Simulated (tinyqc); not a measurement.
Inside a calculation. Model: threshold-voltage variability of a planar MOSFET, analytic estimates.

tinyqc, about 0.01 s, one thread, Intel Xeon 2.30GHz (shared host): `OMP_NUM_THREADS=1 python tinyqc.py 2090116 2090117 out.jsonl` Printed values are rounded.

Three independent sources add in quadrature: random dopants in the depleted layer, metal-gate grains of two orientations, and roughness of the two gate edges acting through the roll-off VT = VT(long) - Vr exp(-L/l). These are first-order estimates: no three-dimensional electrostatics, no percolation.

Parameters, values chosen for the exercise; material values close to those of germanium:
```
symbol,value,unit,meaning
T,293,K,temperature
Eg,0.66,eV,band gap
eps_r,16.1,,relative permittivity of the semiconductor
Nc,1e19,cm^-3,conduction-band density of states at T
Nv,5.87e18,cm^-3,valence-band density of states at T
Na,5.9e18,cm^-3,channel doping
ti,2.3,nm,oxide-equivalent thickness in inversion
L,25,nm,gate length
W,75,nm,gate width
G,7,nm,metal grain size
dW,0.3,eV,work-function difference of the two grain orientations
p,0.4,,share of the orientation of higher work function
De,0.8,nm,rms roughness of one gate edge
La,10,nm,correlation length of the roughness
l,6.3,nm,decay length of the threshold roll-off
Vr,1.9,V,prefactor of the roll-off
n,1.12,,subthreshold factor
gI,10,1/V,gm/I of a matched pair
sb,0.9,%,spread of the gain factor of one device
Nb,268435456,,number of cells
Y,0.966,,wanted yield
```

Constants: q = 1.602176634e-19 C, kB = 1.380649e-23 J/K, Vt = kB T/q, eps0 = 8.8541878128e-14 F/cm where lengths are in cm. Results are converted to the units shown.

Range of the model: gI s exceeds 0.2, so the linear formula for the current mismatch is only a rough guide.

## Random dopants

ni = sqrt(Nc Nv) exp(-Eg/(2 Vt)), Eg in volts; Cox = 3.9 eps0/ti; Wd = sqrt(4 eps0 eps_r Vt ln(Na/ni)/(q Na)); dopants: s1 = (q/Cox) sqrt(Na Wd/(3 L W)). The slope A1 = s1 sqrt(L W); mean number of dopants Na L W Wd.

Cox = 1.50136 uF/cm^2
Wd = 13.9672 nm
mean number of dopants = 154.512
A1 = 1.76866 mV um
s1 = 40.8455 mV

Counting alone, 1/sqrt(N) of the depletion voltage q Na Wd/Cox = 879 mV, would give sqrt(3) times more: dopants deep in the layer act less on the surface.

## Metal grains and edge roughness

Grains: Ng = L W/G^2 (at least 1), s2 = dW sqrt(p (1 - p)/Ng). Edges, with exponential correlation and u = W/La: the mean gate length has sL^2 = 2 De^2 (2/u)[1 - (1 - exp(-u))/u]; s3 = sL (Vr/l) exp(-L/l).

Ng = 38.2653
s2 = 23.7588 mV
sL = 0.543919 nm
dVT/dL = 5.70193 mV/nm
s3 = 3.10139 mV

## Total spread, mismatch and leakage

s = sqrt(s1^2 + s2^2 + s3^2). For a pair: s(dVT) = sqrt(2) s; current mismatch sqrt(2) sqrt((gI s)^2 + sb^2); input offset = current mismatch/gI. For a Gaussian VT the off current is log-normal with mean/median = exp(s^2/(2 (n Vt)^2)).

s = 47.3545 mV
s(dVT) = 66.9694 mV
current mismatch = 66.9815 %
input offset = 66.9815 mV
mean/median of Ioff = 4.06368

The dopants give 74.4 % of the variance; without them s would be 24.0 mV. A current mismatch this large is beyond the linear estimate.

## Iteration 1: margin in standard deviations for the wanted yield

k at the start = 4

Cells fail independently with probability Q(k) = erfc(k/sqrt(2))/2 when the margin is k standard deviations, and Y = exp(-Nb Q(k)). phi = exp(-k^2/2)/sqrt(2 pi). Newton steps on ln Q(k) = ln(-ln(Y)/Nb): k(new) = k + [ln Q - ln(-ln(Y)/Nb)] Q/phi.

Q(k) = 3.16712e-5
phi = 1.33830e-4
k after iteration 1 = 6.93737

## Iteration 2: margin in standard deviations for the wanted yield

As before.

Q(k) = 1.99734e-12
phi = 1.41333e-11
k after iteration 2 = 6.34849

## Course of the iteration: margin in standard deviations for the wanted yield

Stop when k changes by less than 1e-9, or after 30 iterations.

Course of the iteration:
```
iteration        k  |change|
1          6.93737      2.94
2          6.34849     0.589
3          6.32233    0.0262
4          6.32228   5.17e-5
5          6.32228  2.02e-10
```

Converged in 5 iterations. At the end the number of correct digits about doubles with each step. With s(dVT) = 67.0 mV, 6.32 standard deviations are 423 mV.
